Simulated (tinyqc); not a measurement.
# Small-signal admittance of a forward-biased p+-n diode: what changes with what

Holes injected into a neutral base of width wb with an ohmic contact at its end; low injection, p0 far above the equilibrium density. A small voltage v exp(i w t), w = 2 pi f, modulates the edge density by p0 v/Vt, and the small-signal density obeys Dp d2p/dx2 = (1/tau + i w) p.

Parameters, values chosen for the exercise; permittivity close to that of silicon: temperature T = 275 K; relative permittivity eps_r = 11.7; donor density of the base Nd = 1.8e16 cm^-3; hole diffusion coefficient Dp = 5.3 cm^2/s; hole lifetime tau = 4e-7 s; width of the neutral base wb = 2 um; excess hole density at the junction edge p0 = 4.1e13 cm^-3; acceptor density of the p+ side Na = 5e19 cm^-3; series resistance Rs = 0.00023 ohm cm^2; signal frequency f = 2e6 Hz.

Constants: q = 1.602176634e-19 C, kB = 1.380649e-23 J/K, Vt = kB T/q, eps0 = 8.8541878128e-14 F/cm where lengths are in cm. Results are converted to the units shown.

Each table varies one quantity; the others keep the values above.

## Admittance against frequency

L = sqrt(Dp tau); direct current J = (q Dp p0/L) coth(wb/L); k = sqrt(1 + i w tau)/L; diffusion admittance Y = (q Dp p0/Vt) k coth(k wb) = G + i w C_diff; junction capacitance C_j = sqrt(q eps0 eps_r Nd/(2 Vr)) in the depletion approximation, with the remaining barrier Vr = Vt ln(Na/p0), a rough value under forward bias; base-width modulation is left out. Measured admittance 1/[Rs + 1/(Y + i w C_j)].

The same in every row: C_j (uF/cm^2) = 0.06707.

Admittance against frequency:
```
f (Hz),w tau,G (S/cm^2),C_diff (uF/cm^2),measured G (S/cm^2),measured C (uF/cm^2),phase of the measured Y (degrees)
1e5,0.2513,7.392,0.01843,7.379,0.08521,0.4157
6e5,1.508,7.392,0.01843,7.379,0.08521,2.493
2e6,5.027,7.393,0.01843,7.381,0.08521,8.254
1e7,25.13,7.428,0.01841,7.422,0.08518,35.80
4e7,100.5,7.957,0.01803,8.047,0.08478,69.31
2e8,502.7,15.48,0.01290,17.73,0.07936,79.92
7e8,1759,29.95,0.006797,53.39,0.07246,80.49
3e9,7540,61.96,0.003286,416.6,0.06272,70.59
1e10,2.513e4,113.1,0.001800,2164,0.03371,44.38
```

What does the table show?

G starts at J/Vt = 7.39 S/cm^2 and C_diff at (J tau/(2 Vt))(1 - 2 x/sinh 2x) = 0.0184 uF/cm^2, x = wb/L = 0.137. Between the last two rows G goes as f^(0.50) and C_diff as f^(-0.50); the limits are 1/2 and -1/2, reached when the signal penetrates only sqrt(Dp/w). The measured C is 0.34 % below C_diff + C_j in the first row and 51 % below it in the last, the difference being due to Rs.

## Effect of the width of the neutral base

Same model as above.

The same in every row: w tau = 5.027; C_j (uF/cm^2) = 0.06707.

Effect of the width of the neutral base:
```
wb (um),G (S/cm^2),C_diff (uF/cm^2),measured G (S/cm^2),measured C (uF/cm^2),phase of the measured Y (degrees)
0.73,20.14,0.006743,20.05,0.07313,2.624
1.4,10.53,0.01292,10.50,0.07960,5.441
2.9,5.137,0.02665,5.132,0.09349,12.90
5.7,2.740,0.05143,2.739,0.1183,28.50
11,1.776,0.09053,1.776,0.1575,48.09
22,1.746,0.1162,1.746,0.1831,52.81
44,1.766,0.1153,1.766,0.1822,52.36
87,1.766,0.1153,1.766,0.1822,52.36
```

What does the table show?

As wb goes from 0.73 to 87, G goes from 20.1 through a minimum of 1.75 (at wb = 22 among the rows listed) to 1.77 S/cm^2, C_diff goes from 0.00674 through a maximum of 0.116 (at wb = 22 among the rows listed) to 0.115 uF/cm^2 and the measured C goes from 0.0731 through a maximum of 0.183 (at wb = 22 among the rows listed) to 0.182 uF/cm^2. C_diff exceeds C_j for wb = 11, 22, 44, 87.

tinyqc, about 0.01 s, one thread, Intel Xeon 2.30GHz (shared host): `OMP_NUM_THREADS=1 python tinyqc.py 2890136 2890137 out.jsonl`
